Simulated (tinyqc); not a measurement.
Inside a calculation. Method: geometry optimisation on the RHF/sto-6g surface (energies and gradients from PySCF), for H2, spin multiplicity 1. Computed by tinyqc, a small Python program that keeps every step (integrals from PySCF). Settings: charge = 0, multiplicity = 1, basis = sto-6g, optimiser = sd, first Hessian = 0.3, largest step = 0.5, iteration cap = 30. Command: `OMP_NUM_THREADS=1 python tinyqc.py 28190 28191 out.jsonl` (the two numbers bound the seeds that draw the settings). One thread of a shared host (Intel(R) Xeon(R) Processor @ 2.60GHz), about 0.9 s of CPU time with the checks.

## Step 1: energy and gradient

positions at the start (bohr):
```
,x,y,z
1H,0.000000,0.000000,0.000000
2H,0.000000,0.000000,1.462648
```

Self-consistent energy and analytic gradient at these positions.

energy = -1.12254280 hartree

gradient (hartree/bohr):
```
,x,y,z
1H,0.00000000,0.00000000,-0.05768718
2H,0.00000000,0.00000000,0.05768718
```

## Step 1: move

Steepest descent, p = -g / 0.3; steps longer than 0.5 bohr are cut back.

positions after step 1 (bohr):
```
,x,y,z
1H,0.000000,0.000000,0.192291
2H,0.000000,0.000000,1.270357
```

## Step 2: energy and gradient

As before.

energy = -1.09904566 hartree

gradient (hartree/bohr):
```
,x,y,z
1H,0.00000000,0.00000000,0.23891845
2H,0.00000000,0.00000000,-0.23891845
```

## Step 2: move

Steepest descent, p = -g / 0.3; steps longer than 0.5 bohr are cut back (factor 0.444 here).

positions after step 2 (bohr):
```
,x,y,z
1H,0.000000,0.000000,-0.161263
2H,0.000000,0.000000,1.623911
```

## Step 3: energy and gradient

As before.

energy = -1.08874397 hartree

gradient (hartree/bohr):
```
,x,y,z
1H,0.00000000,0.00000000,-0.13840276
2H,0.00000000,0.00000000,0.13840276
```

## Step 3: move

Steepest descent, p = -g / 0.3; steps longer than 0.5 bohr are cut back (factor 0.766 here).

positions after step 3 (bohr):
```
,x,y,z
1H,0.000000,0.000000,0.192291
2H,0.000000,0.000000,1.270357
```

## Convergence

Stop when the largest gradient component is below 3e-5 hartree/bohr.

Course of the optimisation:
```
step,E (hartree),largest gradient (hartree/bohr)
1,-1.12254280,5.77e-02
2,-1.09904566,2.39e-01
3,-1.08874397,1.38e-01
4,-1.09904566,2.39e-01
5,-1.08874397,1.38e-01
6,-1.09904566,2.39e-01
7,-1.08874397,1.38e-01
8,-1.09904566,2.39e-01
9,-1.08874397,1.38e-01
10,-1.09904566,2.39e-01
11,-1.08874397,1.38e-01
12,-1.09904566,2.39e-01
13,-1.08874397,1.38e-01
14,-1.09904566,2.39e-01
15,-1.08874397,1.38e-01
16,-1.09904566,2.39e-01
17,-1.08874397,1.38e-01
18,-1.09904566,2.39e-01
19,-1.08874397,1.38e-01
20,-1.09904566,2.39e-01
21,-1.08874397,1.38e-01
22,-1.09904566,2.39e-01
23,-1.08874397,1.38e-01
24,-1.09904566,2.39e-01
25,-1.08874397,1.38e-01
26,-1.09904566,2.39e-01
27,-1.08874397,1.38e-01
28,-1.09904566,2.39e-01
29,-1.08874397,1.38e-01
30,-1.09904566,2.39e-01
```

Distances after the last move, whose energy is not in the table (angstrom):
```
pair,distance
2H-1H,0.944673
```

Not converged within 30 steps: the energy rises at some steps, so steps overshoot. Reruns: method bfgs, first Hessian 0.6, largest step 0.3: converged in 5 (E = -1.12622).
